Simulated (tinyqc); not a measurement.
Comparisons within one model: hole subbands of a hard-walled well, four-band Luttinger model. A value that a table varies takes the place of the one given here.

Hole energies are counted downwards from the unstrained band edge, c = hbar^2/2m0. After the usual block transformation one block is H = [[P + Q - Zs, R - i S], [R + i S, P - Q + Zs]] in (heavy, light), with P +/- Q = c [(g1 +/- g2) k^2 + (g1 -/+ 2 g2) kz^2], R = sqrt(3) c gR k^2, S = 2 sqrt(3) c g3 k kz, kz = -i d/dz; axial approximation gR = (g2 + g3)/2. Zs = b (e_par - e_perp) is the shear part of the strain (the hydrostatic part shifts all levels alike and is left out). Basis sqrt(2/L) sin(n pi z/L), n = 1 to N, for each component: kz^2 gives (n pi/L)^2 and the heavy-light block is R delta_nm - 2 sqrt(3) c g3 k D_nm with D_nm = 4 n m/(L (n^2 - m^2)) for n + m odd, 0 otherwise. The other block has the same levels. The split-off band is left out.

Constants: hbar^2/2m0 = 3.80998211 eV angstrom^2.

Values chosen for the exercise (near those of Ge; not measured data): g1 = 13.31 (Luttinger gamma1); g2 = 4.26 (gamma2); g3 = 5.69 (gamma3); L = 50 angstrom (well width along [001]); Zs = 0 eV (shear strain energy); k = 0.0915 1/angstrom (wave vector in the plane); Zlist = (-0.3265, -0.181, -0.1149, -0.0279, 0, 0.1036, 0.2813) eV (shear strain energies (negative: tension in the plane, for b < 0)).

## Which coupling does what

N = 20, at the given k. Diagonal: R = S = 0. Along [100] and [110] gR is g2 and g3 instead of their mean.

Hole energies (meV):

| model | E1 | E2 | E3 | E4 |
|---|---|---|---|---|
| diagonal | 617.03 | 632.50 | 848.64 | 1208.88 |
| R alone | 349.79 | 759.02 | 899.74 | 1172.40 |
| S alone | 285.32 | 398.20 | 728.41 | 803.64 |
| axial | 180.33 | 358.27 | 677.73 | 899.58 |
| [100] | 205.17 | 369.64 | 687.00 | 881.14 |
| [110] | 153.51 | 345.00 | 668.12 | 917.62 |

The couplings move E1 by -436.69 meV: R alone by -267.24, S alone by -331.70, so S matters more at k L/pi = 1.46 (R grows as k^2 and joins equal n, S as k and joins n of opposite parity). Warping spreads E1 by 51.66 meV between [100] and [110], the hole being heavier along [110]; the axial value lies between them.

## Strain

N = 20. dE is the rise of the top subband from k = 0 to k1 = pi/(4L), m1 = c k1^2/dE (dash if dE is not positive), and the heavy weight is taken at k = pi/L.

Top subband:

| Zs (eV) | HH1 (meV) | LH1 (meV) | dE (meV) | heavy weight | m1 (m0) |
|---|---|---|---|---|---|
| -0.3265 | 398.5 | 1.8 | 1.444 | 0.128 | 0.651 |
| -0.1810 | 253.0 | 147.3 | -4.377 | 0.246 | - |
| -0.1149 | 186.9 | 213.4 | 6.203 | 0.340 | 0.152 |
| -0.0279 | 99.9 | 300.4 | 12.596 | 0.513 | 0.075 |
| 0.0000 | 72.0 | 328.3 | 12.838 | 0.576 | 0.073 |
| 0.1036 | -31.6 | 431.9 | 13.443 | 0.789 | 0.070 |
| 0.2813 | -209.3 | 609.6 | 14.070 | 0.930 | 0.067 |

HH1 and LH1 cross at Zs = -2 c g2 (pi/L)^2 = -0.1282 eV; for more negative Zs the light hole is on top. Among the rows with HH1 on top, m1 goes from 0.152 to 0.067 m0 as the splitting widens from 27 to 819 meV, against the unmixed 1/(g1 + g2) = 0.057: compression lightens the holes here. A dash marks a top subband whose hole energy at k1 lies below that at k = 0: an electron-like (negative) mass. m1 describes the neighbourhood of k = 0 only; where HH1 and LH1 lie close, the band may peak further out.

## Size of the sine basis

The four lowest hole energies at the given k for growing N.

Hole energies (meV):

| N | E1 | E2 | E3 | E4 |
|---|---|---|---|---|
| 2 | 216.059 | 521.605 | 1165.178 | 1797.398 |
| 3 | 183.952 | 386.479 | 854.237 | 1092.264 |
| 4 | 183.946 | 364.677 | 701.707 | 951.308 |
| 6 | 181.415 | 360.287 | 683.028 | 907.329 |
| 10 | 180.549 | 358.701 | 678.685 | 900.772 |
| 20 | 180.334 | 358.269 | 677.731 | 899.579 |
| 40 | 180.306 | 358.210 | 677.611 | 899.443 |
| 80 | 180.303 | 358.202 | 677.595 | 899.426 |

Is N = 3 enough for 1 meV in the two lowest levels?

No: against N = 80, N = 3 errs by up to 28.28 meV in E1 and E2, always upwards, as a variational basis must. Both are within 0.1 meV of N = 80 from N = 20 on; N = 40 and N = 80 differ by 7.8e-03 meV at most.

## What each parameter does

N = 20; the three lowest hole energies at the given k and the heavy weight of the lowest. Each row changes one parameter from the base and keeps the others.

Results:

| case | E1 (meV) | E2 (meV) | E3 (meV) | heavy weight |
|---|---|---|---|---|
| base | 180.33 | 358.27 | 677.73 | 0.472 |
| g1 = 14.37 | 242.19 | 455.75 | 831.43 | 0.464 |
| g2 = 4.69 | 164.24 | 333.58 | 615.77 | 0.477 |
| g3 = 5.23 | 216.21 | 412.78 | 732.26 | 0.466 |
| L = 40 angstrom | 253.41 | 495.96 | 982.16 | 0.524 |
| Zs = -0.01 eV | 179.65 | 362.59 | 684.33 | 0.460 |
| k = 0.119 1/angstrom | 232.68 | 395.96 | 729.15 | 0.427 |

The largest shifts from the base row, up to three for each result and ties (the steps differ in size, so this ranks the rows, not the parameters). E1 (meV): L +73.08, g1 +61.86, k +52.34. E2 (meV): L +137.69, g1 +97.48, g3 +54.51. E3 (meV): L +304.43, g1 +153.70, g2 -61.96. heavy weight: L +0.052, k -0.045, Zs -0.011.

tinyqc: `OMP_NUM_THREADS=1 python tinyqc.py 1280415 1280416 out.jsonl`; about 0.2 s, one thread, shared Intel(R) Xeon(R) Processor @ 2.30GHz.
